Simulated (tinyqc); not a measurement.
# One rectangular barrier with mass mismatch, transfer matrices: effects of single changes

One electron of energy E comes from the left lead (band edge 0); no transverse momentum. Parabolic bands, masses in units of m0, C = hbar^2/(2 m0); psi and psi'/m are continuous at every interface. The right lead equals the left one.

Parameters, values chosen for the exercise; masses and offsets of a made-up heterostructure: mass in the left lead mL = 0.045 m0; barrier height U1 = 0.7 eV; barrier mass m1 = 0.089 m0; barrier width d1 = 3.4 nm; electron energy E = 0.17 eV.

Constants: q = 1.602176634e-19 C, hbar = 1.054571817e-34 J s, m0 = 9.1093837015e-31 kg, hbar^2/(2 m0) = 0.0380998212 eV nm^2. Results are converted to the units shown.

Each table varies one quantity; the others keep the values above.

## Effect of the barrier width

For the pair (psi, psi'/m) a flat layer has M = [[cos kd, (m/k) sin kd], [-(k/m) sin kd, cos kd]] with k = sqrt(m (E - U)/C) above its edge U, and M = [[cosh Kd, (m/K) sinh Kd], [(K/m) sinh Kd, cosh Kd]] with K = sqrt(m (U - E)/C) below it. The matrices are multiplied with later layers to the left. With M acting on (psi, psi'/m) and v = k/m in each lead, T(E) = 4 vL vR/[(vL vR M12 - M21)^2 + (vR M11 + vL M22)^2]. For a thick barrier T(E) tends to c exp(-2Kd), c = 16 g^2/(1 + g^2)^2, g = (K/m1)/vL.

Effect of the barrier width:
```
d1 (nm)     K d      T(E)  c exp(-2Kd)
0.27     0.3004    0.9108        2.084
0.69     0.7678    0.5706       0.8183
1.1       1.224    0.2825       0.3286
1.52      1.691    0.1215       0.1290
1.93      2.147   0.05057      0.05182
2.35      2.615   0.02016      0.02035
2.76      3.071  0.008140     0.008172
3.18      3.538  0.003204     0.003209
3.59      3.995  0.001288     0.001289
```

What does the comparison show?

T(E) falls from 0.911 to 0.00129. Here g = 1.26 and c = 3.80. The thick-barrier form is 2.29 times the exact value at Kd = 0.30 and 0.061 % above it at Kd = 4.0; at the end T(E) loses 0.966 decades a nanometre, against 2K/ln 10 = 0.966. In 2 of the 9 rows a layer is thinner than 0.8 nm, a few atomic planes, where an effective mass is a rough description.

## Transmission against energy

Same model as above.

The last column is exp(-2 sum K d) over the layers with U > E.

Transmission against energy:
```
E (eV)      T(E)  exp(-2 sum K d)
0.056   4.782e-4         2.387e-4
0.165   0.001879         4.995e-4
0.275   0.004487         0.001141
0.384   0.009598         0.002902
0.494    0.02052         0.008941
0.603    0.04523          0.03929
0.713     0.1075            1.000
0.822     0.2715            1.000
0.932     0.6496            1.000
1.041     0.9881            1.000
1.151     0.9137            1.000
1.26      0.7641            1.000
```

T(E) runs from 4.78e-4 at 0.056 eV to 0.764 at 1.26 eV; among the rows its largest value is 0.988 at 1.041 eV. Below the barrier the ratio to exp(-2Kd) lies between 1.15 and 3.93: that is the prefactor which WKB sets to 1. Above the barrier T(E) is as low as 0.108 in these rows: both interfaces reflect, and the reflections cancel only where k d is a multiple of pi.

## Effect of the barrier mass and of the matching rule

The second column matches psi and psi' without the mass (every m outside k and K set to 1), which is not the envelope-function rule when the masses differ.

Effect of the barrier mass and of the matching rule:
```
m1 (m0)  T(E), psi'/m matched  T(E), psi' matched   ratio
0.018                 0.05431              0.1234   2.272
0.024                 0.03923             0.07129   1.817
0.032                 0.02579             0.03614   1.401
0.042                 0.01561             0.01674   1.072
0.056                0.008047            0.006441  0.8004
0.074                0.003642            0.002204  0.6050
0.098                0.001380            6.380e-4  0.4625
0.13                 4.265e-4            1.537e-4  0.3604
```

With psi'/m matched, T(E) falls from 0.0543 to 4.27e-4. The other rule gives 2.27 times that in the first row and 0.360 times in the last; the two rules coincide at m1 = mL = 0.045.

Range of the model: Masses are held fixed, although real bands cease to be parabolic a few tenths of an eV from their edges (inside a barrier too).

Computed by the program tinyqc: `OMP_NUM_THREADS=1 python tinyqc.py 2560135 2560136 out.jsonl`, one thread of a shared Intel Xeon 2.30GHz, about 0.01 s for the whole run.
